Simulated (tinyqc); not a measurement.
# Surface potential of a MOS transistor: implicit equation and explicit approximations: two studies

p-type body, charge-sheet picture, depletion and inversion only, full ionisation (an idealisation for deep acceptors), Boltzmann statistics (rough once Na exp(x - xn) passes about Nc/7). In units of Vt: xg = (Vg - Vfb)/Vt, x = psi/Vt, G = gamma/sqrt(Vt), xn = (2 phiF + Vc)/Vt. The implicit equation is (xg - x)^2 = G^2 [x - 1 + exp(x - xn)] for x above about 3. Cox = eps0 eox/tox.

Parameters, values chosen for the exercise; band and dielectric values those of a made-up semiconductor:

| symbol | value | unit | meaning |
|---|---|---|---|
| T | 250 | K | temperature |
| Eg | 1.11 | eV | band gap |
| eps_r | 11.9 |  | relative permittivity |
| Nc | 2.27e19 | cm^-3 | conduction-band density of states at T |
| Nv | 2.43e19 | cm^-3 | valence-band density of states at T |
| eox | 3.9 |  | relative permittivity of the gate insulator (close to silicon dioxide) |
| tox | 2.1 | nm | insulator thickness |
| Na | 1.4e18 | cm^-3 | acceptor density |
| Vfb | -0.47 | V | flat-band voltage |
| Vc | 0.2 | V | channel-body voltage |
| Vg | 1.11 | V | gate-body voltage |

Constants: q = 1.602176634e-19 C, kB = 1.380649e-23 J/K, Vt = kB T/q, eps0 = 8.8541878128e-14 F/cm where lengths are in cm. Results are converted to the units shown.

Each table varies one quantity; the others keep the values above.

## Accuracy of the approximations against gate voltage

ni = sqrt(Nc Nv) exp(-Eg/(2 Vt)), Eg in volts; phiF = Vt ln(Na/ni); gamma = sqrt(2 q eps0 eps_r Na)/Cox; VT = Vfb + Vt (xn + G sqrt(xn - 1)). Depletion value a = 1 + [sqrt(G^2/4 + xg - 1) - G/2]^2; inversion value b = xn + ln[(xg - xn)^2/G^2 - xn + 1] and first guess y = min(a, b) - ln(1 + exp(-|a - b|)) if a > xn + 1, else b = y = a; one second-order correction with D = exp(y - xn), p = 2 (xg - y) + G^2 (1 + D), w = (xg - y)^2 - G^2 (y - 1 + D): z = y + 2 w/(p + sqrt(p^2 - 2 (2 - G^2 D) w)), or the Newton step z = y + w/p where the root is not real. N_inv = (Cox Vt G/q) [sqrt(x - 1 + exp(x - xn)) - sqrt(x - 1)] at the root. Lambert form (Cox m Vt/q) W0[(G/(2 m sqrt(xn - 1))) exp((Vg - VT)/(m Vt))], m = 1 + G/(2 sqrt(xn - 1)). Errors under 1e-4 mV, and the linear form below VT, are printed as 0.

Accuracy of the approximations against gate voltage:

| Vg (V) | psi (V) | x - xn | error of y (mV) | error of z (mV) | N_inv (cm^-2) | Cox (Vg - VT)/q (cm^-2) | Lambert form (cm^-2) |
|---|---|---|---|---|---|---|---|
| 0.77 | 0.8577 | -15.36 | 0 | 0 | 1.083e4 | 0 | 7455 |
| 0.97 | 1.022 | -7.736 | 1.63e-3 | 0 | 2.018e7 | 0 | 1.780e7 |
| 1.17 | 1.185 | -0.1460 | 3.01 | -1.33e-3 | 3.688e10 | 0 | 3.696e10 |
| 1.37 | 1.262 | 3.433 | 13.2 | -1.47 | 1.147e12 | 2.051e12 | 1.176e12 |
| 1.57 | 1.286 | 4.525 | 8.73 | -0.329 | 2.913e12 | 4.104e12 | 2.984e12 |
| 1.77 | 1.300 | 5.167 | 6.71 | -0.137 | 4.798e12 | 6.156e12 | 4.905e12 |
| 1.97 | 1.310 | 5.632 | 5.57 | -0.0747 | 6.729e12 | 8.209e12 | 6.869e12 |
| 2.17 | 1.318 | 6.002 | 4.82 | -0.0470 | 8.685e12 | 1.026e13 | 8.854e12 |
| 2.37 | 1.324 | 6.309 | 4.28 | -0.0323 | 1.066e13 | 1.231e13 | 1.085e13 |

What does the comparison show?

psi rises from 0.858 to 1.32 V and ends 6.3 Vt above 2 phiF + Vc. Among the rows the first guess is off by at most 13 mV (at Vg = 1.37 V) and the corrected value by at most 1.5 mV. In the last row the linear form is 16 % above N_inv and the Lambert form 1.8 % above it; in the first row the Lambert form is 31 % below it. For Vg = 1.37, 1.57, 1.77, 1.97, 2.17, 2.37 the electron quasi-Fermi level lies less than 2 Vt below the band edge at the surface, or above it, where degeneracy and confinement, left out, matter.

## Effect of the acceptor density at fixed gate voltage

Same model as above.

Vfb is held fixed.

Effect of the acceptor density at fixed gate voltage:

| Na (cm^-3) | psi (V) | x - xn | error of y (mV) | error of z (mV) | N_inv (cm^-2) | Cox (Vg - VT)/q (cm^-2) | Lambert form (cm^-2) |
|---|---|---|---|---|---|---|---|
| 4.7e16 | 1.194 | 7.027 | 14.8 | -3.37 | 3.114e12 | 4.725e12 | 3.350e12 |
| 9.1e16 | 1.205 | 6.251 | 14.4 | -2.72 | 2.654e12 | 4.106e12 | 2.826e12 |
| 1.8e17 | 1.216 | 5.385 | 14.4 | -2.62 | 2.053e12 | 3.327e12 | 2.163e12 |
| 3.5e17 | 1.223 | 4.376 | 15.5 | -3.76 | 1.312e12 | 2.373e12 | 1.369e12 |
| 6.7e17 | 1.218 | 2.843 | 14.0 | -1.39 | 4.682e11 | 1.181e12 | 4.832e11 |
| 1.3e18 | 1.151 | -1.593 | 0.697 | 0 | 8.514e9 | 0 | 8.384e9 |
| 2.6e18 | 1.013 | -9.397 | 3.98e-4 | 0 | 5.251e6 | 0 | 4.372e6 |
| 5e18 | 0.8575 | -17.91 | 0 | 0 | 1595 | 0 | 844.6 |

What does the comparison show?

As Na goes from 4.7e16 to 5e18, psi goes from 1.19 through a maximum of 1.22 (at Na = 3.5e17 among the rows listed) to 0.858 V, x - xn falls from 7.03 to -17.9 and N_inv falls from 3.11e12 to 1590 cm^-2. The Lambert form lies between 0.530 and 1.08 times N_inv. For Na = 4.7e16, 9.1e16, 1.8e17, 3.5e17, 6.7e17 the electron quasi-Fermi level lies less than 2 Vt below the band edge at the surface, or above it, where degeneracy and confinement, left out, matter.

Computed by the program tinyqc: `OMP_NUM_THREADS=1 python tinyqc.py 2122132 2122133 out.jsonl`, one thread of a shared Intel Xeon 2.30GHz, about 0.01 s for the whole run.
